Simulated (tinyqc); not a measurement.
Photoconductance decay in a wafer: bulk and surface recombination modes, and iron detection by pair splitting: one step, computed by the program tinyqc. Command: `OMP_NUM_THREADS=1 python tinyqc.py 3110152 3110153 out.jsonl pcd walk`. One thread of a shared host (Intel(R) Xeon(R) Processor @ 2.30GHz), about 0.01 s of CPU time with the checks.

Both faces of the wafer have the same S; injection is low and all coefficients are constant. x runs from -W/2 to W/2.

Problem. Effective lifetime. Even modes cos(a x) obey b tan b = S W/(2 D) with b = a W/2, odd modes sin(a x) obey -b cot b = S W/(2 D); each decays at the rate 1/tau_b + D a^2. tau_eff is the decay time of the first mode. The surface time is 1/(D a^2) of that mode; shortcuts for it are W/(2 S), W^2/(pi^2 D) and their sum, whose error is sum/surface time - 1.

Inputs (values chosen for the exercise, modelled on p-type silicon):

| quantity | value | unit |
|---|---|---|
| thickness W | 300 | micrometre |
| diffusivity D | 22.2 | cm^2/s |
| bulk lifetime tau_b without iron | 190 | microsecond |
| surface recombination velocity S | 47 | cm/s |

Give: tau_eff; surface time; W/(2 S); W^2/(pi^2 D); error of the sum; tau_eff/tau_b.

Solution.

tau_eff = 119.6 microsecond

surface time = 322.5 microsecond

W/(2 S) = 319.1 microsecond

W^2/(pi^2 D) = 4.108 microsecond

error of the sum = 0.2239 %

tau_eff/tau_b = 0.6293

The surfaces are slow against diffusion, so W/(2 S) is the larger part. tau_eff is only 0.63 of tau_b, so it understates the bulk lifetime.
